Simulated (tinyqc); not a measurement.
Strength against creep resistance: grain growth, pinning, strength and diffusional creep of a polycrystal or thin film. Computed by tinyqc, a small Python program. Command: `OMP_NUM_THREADS=1 python tinyqc.py 3016937 3016938 out.jsonl grain walk`. One thread of a shared host (Intel(R) Xeon(R) Processor @ 2.30GHz), about 0.01 s of CPU time with the checks.

One mean grain size d describes the structure.

Inputs (values chosen for the exercise, modelled on gold): atomic volume Omega = 16.96 angstrom^3; boundary energy gamma = 0.35 J/m^2; mobility prefactor M0 = 0.00026 m^4/(J s); activation energy of boundary motion Q_m = 1.19 eV; anneal temperature T = 405 K; anneal time t = 10000 s; initial grain size d0 = 32 nm; particle volume fraction f = 0.00043; particle radius r = 2.7 nm; Hall-Petch slope k_y = 0.08 MPa m^0.5; lattice diffusion energy Q_l = 1.82 eV; boundary diffusion energy Q_b = 0.89 eV; lattice prefactor D0 = 4.6e-05 m^2/s; boundary prefactor delta D0b = 2.1e-14 m^3/s; applied stress sigma = 72 MPa; service temperature T_c = 462 K.

Sample: bulk.

Constants: k_B = 8.617333262e-05 eV/K; k_B = 1.380649e-23 J/K.

Method:
- M = M0 exp(-Q_m/(k_B T)). The driving pressure is 2 gamma/d. Zener pinning pressure 3 f gamma/(2 r) stops growth at d_Z = 4 r/(3 f). The limit is d_lim = d_Z.
- dd/dt = 2 M gamma (1/d - 1/d_lim) integrates to 2 M gamma t = d_lim (d0 - d) + d_lim^2 ln[(d_lim - d0)/(d_lim - d)]; without pinning d^2 = d0^2 + 4 M gamma t.
- Nabarro-Herring rate = 14 sigma Omega D_l/(k_B T d^2), D_l = D0 exp(-Q_l/(k_B T)); Coble rate = 14 pi sigma Omega delta D_b/(k_B T d^3), delta D_b = delta D0b exp(-Q_b/(k_B T)); they are equal at d_x = pi delta D_b/D_l.
- Hall-Petch term k_y/sqrt(d).

crossover size d_x = 2.00272e+07 micrometre

At T_c and sigma:
```
d (nm)  Hall-Petch term (MPa)  Nabarro-Herring (1/s)  Coble (1/s)  time to 1 % (s)
30                     461.88             1.9187e-09   1.2809e+00       7.8072e-03
100                    252.98             1.7268e-10   3.4583e-02       2.8916e-01
300                    146.06             1.9187e-11   1.2809e-03       7.8072e+00
1000                    80.00             1.7268e-12   3.4583e-05       2.8916e+02
3000                    46.19             1.9187e-13   1.2809e-06       7.8072e+03
10000                   25.30             1.7268e-14   3.4583e-08       2.8916e+05
100000                   8.00             1.7268e-16   3.4583e-11       2.8916e+08
```

What does the comparison show, and why?

From 100 micrometre to 30 nm grains the Hall-Petch term grows 58 times, while the time to 1 % strain shrinks by 10.6 decades. Coble creep rules in 7 of the seven rows (d_x is a millimetre or more). Fine grains resist slip but creep fast. The Hall-Petch value at 30 nm is at the edge of that law. Caution: sigma Omega is not small against k_B T, as the linear creep laws assume. Caution: T_c is above the anneal temperature, so the grains would go on growing in service.

Extremes, crossings and ranges named in words are read from the listed rows.
